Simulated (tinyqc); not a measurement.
Longitudinal sound in a periodic multilayer: transfer matrices, stop bands and folded phonons: one step, computed by the program tinyqc.

Layers 1 and 2 repeat with period d = d_1 + d_2; waves travel normal to the layers, without loss. State vector (u, s): displacement u and stress divided by omega. Impedances Z = rho v are in 1e6 kg/(m^2 s).

Problem. Transmission through N periods. A layer maps (u, s) by [[cos p, sin p/Z], [-Z sin p, cos p]], p = 2 pi f d_i/v_i; one period is M = M_2 M_1, and cos(q d) = trace(M)/2. For N periods A = M^N. A wave comes from a thick layer of material 1 and leaves into the substrate (Z_s): transmitted power T = 4 Z_1 Z_s/|Z_1 A_22 + Z_s A_11 - i (Z_1 Z_s A_12 - A_21)|^2, reflected power R = 1 - T.

Inputs (values chosen for the exercise, modelled on aluminium (layer 1), tungsten (layer 2) and silicon (substrate)):
```
quantity,value,unit
velocity v_1,6290,m/s
thickness d_1,338,nm
velocity v_2,5160,m/s
thickness d_2,275,nm
periods N,3,-
frequency f,3.84,GHz
```

M:
```
,1,2
1,-0.08023580,0.01866187
2,-30.44780,-5.381477
```

Z_2 = 99.588

Z_1 = 16.8572

Z of the substrate = 19.182

Give: A = M^N; transmitted power T; T in decibel.

Solution.

A = M^N:
```
,1,2
1,3.148,0.5380
2,-877.8,-149.7
```

transmitted power T = 1.803e-04

T in decibel = -37.44 dB
